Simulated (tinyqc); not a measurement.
Worked calculation: ROHF in the sto-3g basis, for H3, spin multiplicity 2. Computed by tinyqc, a small Python program that keeps every step (integrals from PySCF). Settings: charge = 0, multiplicity = 2, basis = sto-3g, energy threshold = 1e-09, iteration cap = 63, orthogonalisation = symmetric, start = Wolfsberg-Helmholz matrix, DIIS depth = 4, method = ROHF. Command: `OMP_NUM_THREADS=1 python tinyqc.py 21186 21187 out.jsonl` (the two numbers bound the seeds that draw the settings). One thread of a shared host (Intel(R) Xeon(R) Processor @ 2.60GHz), about 0.07 s of CPU time with the checks. Later iterations appear only in the table of the cycle.

## One-electron integrals

Geometry (angstrom):
```
atom        x        y        z
H     0.00000  0.00000  0.00000
H     0.00000  0.00000  0.89900
H     0.00000  0.85600  0.44900
```

Basis sto-3g: exponents (1/bohr^2) and contraction coefficients of normalised primitives:
```
element  l (shell)  exponent  coefficient
H            s (1)   3.42525      0.15433
H            s (1)   0.62391      0.53533
H            s (1)   0.16886      0.44463
```

Overlap, kinetic and nuclear-attraction integrals over the contracted functions; the nuclear repulsion is the sum of Za Zb / Rab.

nuclear repulsion = 1.6832779 hartree

overlap S, lower triangle:
```
         1H 1s    2H 1s    3H 1s
1H 1s  1.00000
2H 1s  0.55781  1.00000
3H 1s  0.51637  0.51609  1.00000
```

kinetic energy T (hartree), lower triangle:
```
         1H 1s    2H 1s    3H 1s
1H 1s  0.76003
2H 1s  0.15314  0.76003
3H 1s  0.12417  0.12398  0.76003
```

nuclear attraction V (hartree), lower triangle:
```
          1H 1s     2H 1s     3H 1s
1H 1s  -2.31663
2H 1s  -1.24933  -2.31641
3H 1s  -1.14162  -1.14091  -2.28294
```

core Hamiltonian H = T + V (hartree), lower triangle:
```
          1H 1s     2H 1s     3H 1s
1H 1s  -1.55660
2H 1s  -1.09619  -1.55638
3H 1s  -1.01745  -1.01693  -1.52291
```

## Two-electron integrals

Functions are numbered as in S; the eight-fold symmetry (ij|kl) = (ji|kl) = (kl|ij) leaves the list below.

Two-electron integrals (ij|kl) in chemists' order, unique and non-zero (hartree):
```
(11|11) 0.77461   (21|11) 0.35842   (21|21) 0.20441   (22|11) 0.51214
(22|21) 0.35842   (22|22) 0.77461   (31|11) 0.32501   (31|21) 0.16969
(31|22) 0.26985   (31|31) 0.17221   (32|11) 0.26976   (32|21) 0.16961
(32|22) 0.32479   (32|31) 0.15776   (32|32) 0.17200   (33|11) 0.48905
(33|21) 0.28303   (33|22) 0.48890   (33|31) 0.32501   (33|32) 0.32479
(33|33) 0.77461
```

## Orthogonalisation

S = U s U^T; symmetric (Loewdin) form X = U s^(-1/2) U^T, so that X^T S X = 1.

eigenvalues of S: 0.44219  0.49739  2.06042

X, lower triangle:
```
          1H 1s     2H 1s    3H 1s
1H 1s   1.21630
2H 1s  -0.28762   1.21611
3H 1s  -0.23838  -0.23804  1.18599
```

## Starting guess

The start is the generalised Wolfsberg-Helmholz matrix (K = 1.75) built on H; D(s) = C_occ C_occ^T for each spin.

D(alpha) at the start, lower triangle:
```
          1H 1s     2H 1s    3H 1s
1H 1s   0.48463
2H 1s   0.48787   0.49115
3H 1s  -0.50019  -0.50724  1.52005
```

D(beta) at the start, lower triangle:
```
         1H 1s    2H 1s    3H 1s
1H 1s  0.17075
2H 1s  0.17067  0.17058
3H 1s  0.15695  0.15687  0.14426
```

## Iteration 1: building the Fock matrix

J_ij = sum D_kl (ij|kl) with D = D(alpha) + D(beta), K_ij = sum D_kl (ik|jl) for each spin; F = H + J - K(s); E = tr D H + tr D J / 2 - 0.5 sum_s tr D(s) K(s) + E_nn.

Coulomb J (hartree), lower triangle:
```
         1H 1s    2H 1s    3H 1s
1H 1s  1.72043
2H 1s  0.97702  1.72115
3H 1s  0.92723  0.92683  1.85529
```

exchange K(alpha) (hartree), lower triangle:
```
         1H 1s    2H 1s    3H 1s
1H 1s  0.59001
2H 1s  0.49642  0.59154
3H 1s  0.39491  0.39415  0.84469
```

exchange K(beta) (hartree), lower triangle:
```
         1H 1s    2H 1s    3H 1s
1H 1s  0.46958
2H 1s  0.40530  0.46933
3H 1s  0.37925  0.37909  0.42826
```

F(alpha) (hartree), lower triangle:
```
          1H 1s     2H 1s     3H 1s
1H 1s  -0.42617
2H 1s  -0.61558  -0.42676
3H 1s  -0.48513  -0.48424  -0.51230
```

F(beta) (hartree), lower triangle:
```
          1H 1s     2H 1s     3H 1s
1H 1s  -0.30574
2H 1s  -0.52447  -0.30456
3H 1s  -0.46947  -0.46919  -0.09588
```

total energy of this density = -1.3306880 hartree

## Iteration 1: Roothaan effective Fock matrix

With projectors Pc = D(beta) S, Po = (D(alpha) - D(beta)) S, Pv = 1 - D(alpha) S, the block xy is Px^T F Py; with Fc = (F(alpha) + F(beta))/2, the blocks are Fc for cc, oo, vv and cv, F(beta) for co and F(alpha) for ov.

effective F (hartree), lower triangle:
```
          1H 1s     2H 1s     3H 1s
1H 1s  -0.38754
2H 1s  -0.59171  -0.38745
3H 1s  -0.46405  -0.46362  -0.25880
```

## Iteration 1: diagonalisation and new density

Diagonalise F' = X^T F X, C = X C', fill 2 alpha and 1 beta electrons from the bottom; D(s) = C_occ C_occ^T. Each column has its largest component positive (the first on a tie).

F' = X^T F X (hartree), lower triangle:
```
          1         2        3
1  -0.00056
2  -0.46257  -0.00092
3  -0.27419  -0.27331  0.04902
```

orbital energies (hartree): MO1 -0.67136, MO2 0.25707, MO3 0.46183

coefficients C:
```
           MO1       MO2       MO3
1H 1s  0.46573  -0.51755   1.06498
2H 1s  0.46551  -0.52376  -1.06174
3H 1s  0.26468   1.20416  -0.00399
```

D(alpha) after iteration 1, lower triangle:
```
          1H 1s     2H 1s    3H 1s
1H 1s   0.48476
2H 1s   0.48787   0.49102
3H 1s  -0.49995  -0.50747  1.52005
```

D(beta) after iteration 1, lower triangle:
```
         1H 1s    2H 1s    3H 1s
1H 1s  0.21690
2H 1s  0.21680  0.21670
3H 1s  0.12327  0.12321  0.07006
```

## Iteration 2: building the Fock matrix

As before.

Coulomb J (hartree), lower triangle:
```
         1H 1s    2H 1s    3H 1s
1H 1s  1.73659
2H 1s  0.98510  1.73719
3H 1s  0.92401  0.92359  1.82528
```

exchange K(alpha) (hartree), lower triangle:
```
         1H 1s    2H 1s    3H 1s
1H 1s  0.59016
2H 1s  0.49642  0.59139
3H 1s  0.39498  0.39407  0.84468
```

exchange K(beta) (hartree), lower triangle:
```
         1H 1s    2H 1s    3H 1s
1H 1s  0.50173
2H 1s  0.43013  0.50151
3H 1s  0.36111  0.36098  0.35746
```

F(alpha) (hartree), lower triangle:
```
          1H 1s     2H 1s     3H 1s
1H 1s  -0.41017
2H 1s  -0.60750  -0.41057
3H 1s  -0.48843  -0.48742  -0.54231
```

F(beta) (hartree), lower triangle:
```
          1H 1s     2H 1s     3H 1s
1H 1s  -0.32174
2H 1s  -0.54122  -0.32069
3H 1s  -0.45456  -0.45432  -0.05508
```

total energy of this density = -1.3409388 hartree

## Iteration 2: Roothaan effective Fock matrix

As before.

effective F (hartree), lower triangle:
```
          1H 1s     2H 1s     3H 1s
1H 1s  -0.38352
2H 1s  -0.59204  -0.38341
3H 1s  -0.44791  -0.44754  -0.24492
```

## Iteration 2: DIIS over 2 matrices

error matrix X^T (FDS - SDF) X:
```
         1         2         3
1  0.00000  -0.00012  -0.01140
2  0.00012   0.00000  -0.01159
3  0.01140   0.01159   0.00000
```

B (overlaps of the stored error matrices):
```
               1              2
1  1.5953459e-02  2.9035916e-03
2  2.9035916e-03  5.2853238e-04
```

Minimise |sum c_i e_i|^2 with sum c_i = 1: solve [B -1; -1 0][c; lambda] = [0; -1] with B_ij = tr e_i^T e_j, and take F = sum c_i F_i.

DIIS coefficients: -0.22249  1.22249

extrapolated F (hartree), lower triangle:
```
          1H 1s     2H 1s     3H 1s
1H 1s  -0.38263
2H 1s  -0.59211  -0.38251
3H 1s  -0.44432  -0.44396  -0.24183
```

## Iteration 2: diagonalisation and new density

As before.

F' = X^T F X (hartree), lower triangle:
```
          1         2        3
1  -0.00039
2  -0.47439  -0.00066
3  -0.25599  -0.25525  0.05114
```

orbital energies (hartree): MO1 -0.65895, MO2 0.23518, MO3 0.47387

coefficients C:
```
           MO1       MO2       MO3
1H 1s  0.47717  -0.50803   1.06450
2H 1s  0.47698  -0.51233  -1.06222
3H 1s  0.23785   1.20975  -0.00292
```

D(alpha) after iteration 2, lower triangle:
```
          1H 1s     2H 1s    3H 1s
1H 1s   0.48579
2H 1s   0.48788   0.48999
3H 1s  -0.50109  -0.50634  1.52006
```

D(beta) after iteration 2, lower triangle:
```
         1H 1s    2H 1s    3H 1s
1H 1s  0.22769
2H 1s  0.22760  0.22751
3H 1s  0.11349  0.11345  0.05657
```

## Iteration 3: building the Fock matrix

As before.

Coulomb J (hartree), lower triangle:
```
         1H 1s    2H 1s    3H 1s
1H 1s  1.74015
2H 1s  0.98682  1.74049
3H 1s  0.92329  0.92283  1.81882
```

exchange K(alpha) (hartree), lower triangle:
```
         1H 1s    2H 1s    3H 1s
1H 1s  0.59039
2H 1s  0.49642  0.59115
3H 1s  0.39489  0.39416  0.84469
```

exchange K(beta) (hartree), lower triangle:
```
         1H 1s    2H 1s    3H 1s
1H 1s  0.50805
2H 1s  0.43490  0.50785
3H 1s  0.35605  0.35593  0.34144
```

F(alpha) (hartree), lower triangle:
```
          1H 1s     2H 1s     3H 1s
1H 1s  -0.40683
2H 1s  -0.60579  -0.40704
3H 1s  -0.48905  -0.48827  -0.54878
```

F(beta) (hartree), lower triangle:
```
          1H 1s     2H 1s     3H 1s
1H 1s  -0.32450
2H 1s  -0.54427  -0.32375
3H 1s  -0.45021  -0.45003  -0.04553
```

total energy of this density = -1.3412847 hartree

## Iteration 3: Roothaan effective Fock matrix

As before.

effective F (hartree), lower triangle:
```
          1H 1s     2H 1s     3H 1s
1H 1s  -0.38175
2H 1s  -0.59120  -0.38164
3H 1s  -0.44392  -0.44363  -0.24244
```

## Iteration 3: DIIS over 3 matrices

error matrix X^T (FDS - SDF) X:
```
          1         2        3
1   0.00000  -0.00001  0.00058
2   0.00001   0.00000  0.00042
3  -0.00058  -0.00042  0.00000
```

B (overlaps of the stored error matrices), lower triangle:
```
                1               2              3
1   1.5953459e-02
2   2.9035916e-03   5.2853238e-04
3  -1.2652266e-04  -2.2990041e-05  1.0261216e-06
```

As before.

DIIS coefficients: 0.17534  -0.88870  1.71336

extrapolated F (hartree), lower triangle:
```
          1H 1s     2H 1s     3H 1s
1H 1s  -0.38120
2H 1s  -0.59055  -0.38109
3H 1s  -0.44389  -0.44367  -0.24311
```

## Iteration 3: diagonalisation and new density

As before.

F' = X^T F X (hartree), lower triangle:
```
          1         2        3
1   0.00047
2  -0.47318   0.00029
3  -0.25573  -0.25523  0.04927
```

orbital energies (hartree): MO1 -0.65750, MO2 0.23397, MO3 0.47357

coefficients C:
```
           MO1       MO2       MO3
1H 1s  0.47628  -0.50957   1.06416
2H 1s  0.47616  -0.51239  -1.06256
3H 1s  0.23987   1.20935  -0.00207
```

D(alpha) after iteration 3, lower triangle:
```
          1H 1s     2H 1s    3H 1s
1H 1s   0.48650
2H 1s   0.48788   0.48927
3H 1s  -0.50200  -0.50544  1.52006
```

D(beta) after iteration 3, lower triangle:
```
         1H 1s    2H 1s    3H 1s
1H 1s  0.22685
2H 1s  0.22679  0.22673
3H 1s  0.11425  0.11422  0.05754
```

## Iteration 7 (converged): orbitals

converged F (hartree), lower triangle:
```
          1H 1s     2H 1s     3H 1s
1H 1s  -0.38183
2H 1s  -0.59124  -0.38172
3H 1s  -0.44405  -0.44383  -0.24254
```

As before.

F' = X^T F X (hartree), lower triangle:
```
          1         2        3
1   0.00007
2  -0.47372  -0.00011
3  -0.25579  -0.25529  0.05011
```

orbital energies (hartree): MO1 -0.65814, MO2 0.23450, MO3 0.47370

coefficients C:
```
           MO1       MO2       MO3
1H 1s  0.47666  -0.50924   1.06415
2H 1s  0.47655  -0.51200  -1.06258
3H 1s  0.23897   1.20953  -0.00203
```

D(alpha) after iteration 7, lower triangle:
```
          1H 1s     2H 1s    3H 1s
1H 1s   0.48654
2H 1s   0.48788   0.48924
3H 1s  -0.50204  -0.50540  1.52006
```

D(beta) after iteration 7, lower triangle:
```
         1H 1s    2H 1s    3H 1s
1H 1s  0.22721
2H 1s  0.22715  0.22710
3H 1s  0.11391  0.11388  0.05710
```

## Convergence

Stop when the energy changes by less than 1e-09 hartree and every element of the error matrix X^T (F D S - S D F) X is below 9e-06.

Course of the cycle:
```
iteration  E (hartree)     change  largest element of the error matrix
1           -1.3306880          -                             6.33e-02
2           -1.3409388  -1.03e-02                             1.16e-02
3           -1.3412847  -3.46e-04                             5.77e-04
4           -1.3412850  -3.01e-07                             4.08e-04
5           -1.3412854  -4.19e-07                             6.08e-05
6           -1.3412854  -9.57e-09                             4.10e-07
7           -1.3412854  -3.70e-13                             4.67e-10
```

PySCF ROHF in the same basis = -1.3412854 hartree

Converged in 7 iterations.

## Populations, bond orders and dipole

Mulliken: Z minus the diagonal of D S on the atom; Loewdin: the same with S^(1/2) D S^(1/2); Mayer order: 2 sum_s sum (D(s) S)_ij (D(s) S)_ji over the two atoms.

Charges (e):
```
atom  Mulliken   Loewdin  Mulliken spin
1H     0.08782   0.10383        0.08671
2H     0.08687   0.10275        0.08798
3H    -0.17469  -0.20657        0.82531
```

Mayer bond orders:
```
pair    order
2-1   0.84056
3-1   0.14420
3-2   0.14415
```

dipole moment about the origin, x y z (debye): 0.00000  -0.71825  -0.00163
